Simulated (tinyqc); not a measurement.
# Memristor with linear dopant drift: two studies

A film of thickness D has a doped share x: R = Ron x + Roff (1 - x), i = v/R, dx/dt = k i F with k = mv Ron/D^2 and F = 1 (no window). The drive is v = V0 sin(2 pi f t). The model has no threshold and no heating.

Parameters, values chosen for the exercise:
- Ron = 500 ohm (resistance of the fully doped film)
- Roff = 40000 ohm (resistance of the undoped film)
- D = 10 nm (film thickness)
- mv = 1.3e-14 m^2/(V s) (dopant mobility)
- x0 = 0.22 (doped share at t = 0)
- V0 = 0.7 V (amplitude)
- f = 2.9 Hz (frequency)

Each table varies one quantity; the others keep the values above.

## Effect of the doped share at t = 0 on the first half period

The equation is integrated to convergence over the first half period; the lobe area is the integral of i dv, down branch less up branch.

Effect of the doped share at t = 0 on the first half period:
```
x0    x at half period  R0/R(half period)  peak i (uA)  lobe area (uW)
0.02            0.1568              1.160        19.17          0.6621
0.06            0.2035              1.177        20.12          0.7648
0.1             0.2510              1.198        21.17          0.8911
0.14            0.2995              1.224        22.35           1.049
0.18            0.3490              1.255        23.69           1.248
0.22            0.3999              1.294        25.22           1.507
```

As x0 goes from 0.02 to 0.22, x at half period rises from 0.157 to 0.400, the resistance ratio rises from 1.16 to 1.29 and the lobe area rises from 0.662 to 1.51 uW.

## Effect of the amplitude on the first half period

Same model as above.

Effect of the amplitude on the first half period:
```
V0 (V)  x at half period  R0/R(half period)  peak i (uA)  lobe area (uW)
0.14              0.2526              1.043        4.565        0.008938
0.23              0.2743              1.073        7.606         0.04134
0.33              0.2991              1.111        11.09          0.1282
0.42              0.3223              1.148        14.34          0.2770
0.51              0.3463              1.189        17.70          0.5208
0.61              0.3739              1.241        21.58          0.9438
0.7               0.3999              1.294        25.22           1.507
```

As V0 goes from 0.14 to 0.7 V, x at half period rises from 0.253 to 0.400, the resistance ratio rises from 1.04 to 1.29 and the lobe area rises from 0.00894 to 1.51 uW.

Computed by the program tinyqc: `OMP_NUM_THREADS=1 python tinyqc.py 2880038 2880039 out.jsonl`, one thread of a shared Intel Xeon 2.30GHz, about 0.1 s for the whole run.
